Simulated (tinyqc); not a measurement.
# Thin film between two gates, subbands and threshold shift from confinement, step by step

Numbers from tinyqc (`OMP_NUM_THREADS=1 python tinyqc.py 2350117 2350118 out.jsonl`; about 0.07 s on one thread of a shared Intel Xeon 2.30GHz). Printed values are rounded.

Undoped body with a flat potential across it, hard walls, transport along x. Three valley pairs (g = 2 each) with the longitudinal mass along x, y or z. Non-parabolicity enters the subband edges through E (1 + al E) = gamma, so E = 2 gamma/(1 + sqrt(1 + 4 al gamma)); motion within a subband is taken as parabolic with the band-edge mass. Energies are counted from the bulk band edge.

Inputs (values chosen for the exercise); masses close to those of silicon:
- T = 400 K (temperature)
- ml = 0.913 m0 (longitudinal mass)
- mt = 0.188 m0 (transverse mass)
- al = 0.5 1/eV (non-parabolicity)
- t = 3.4 nm (film thickness (along z))
- dl = 0.3 nm (widening of the box by penetration into the insulator)

Constants: q = 1.602176634e-19 C, kB = 1.380649e-23 J/K, hbar = 1.054571817e-34 J s, m0 = 9.1093837015e-31 kg, Vt = kB T/q, hbar^2/(2 m0) = 0.0380998212 eV nm^2. Results are converted to the units shown.

## Lowest subbands

gamma = C (pi k/(t + dl))^2/mz, C = hbar^2/(2 m0). List the 5 lowest, labelled by valley axis and quantum numbers, with degeneracy g and N_k: N_k = g sqrt(mx my) m0 kB T/(pi hbar^2).

```
subband   E_k (eV)  g  N_k (cm^-2)
z1       0.0296455  2   5.41400e12
z2        0.113858  2   5.41400e12
x1        0.136753  2   1.19309e13
y1        0.136753  2   1.19309e13
z3        0.241583  2   5.41400e12
```

## Threshold shift

Each subband has N_k = g sqrt(mx my) m0 kB T/(pi hbar^2); without degeneracy n = exp(EF/Vt) sum N_k exp(-E_k/Vt). Classical value Nc times t, Nc = sum over valleys of 2 g (m m0 kB T/(2 pi hbar^2))^1.5 with m = (mx my mz)^(1/3). Threshold shift dVT = Vt ln(classical value/sum N_k exp(-E_k/Vt)). Use the subbands listed.

shares, subband z1 to z3 (%): 77.7527  6.7560  7.6626  7.6626  0.1661
sum N_k exp(-E_k/Vt) = 2.94636e12 cm^-2
Nc = 4.16413e19 cm^-3
classical value = 1.41581e13 cm^-2
dVT = 54.1070 mV

With all subbands dVT = 54.11 mV. The lowest edge lies at 29.6 meV; dVT is larger than that, since sum N_k exp(-(E_k - E_1)/Vt) falls short of the classical value.
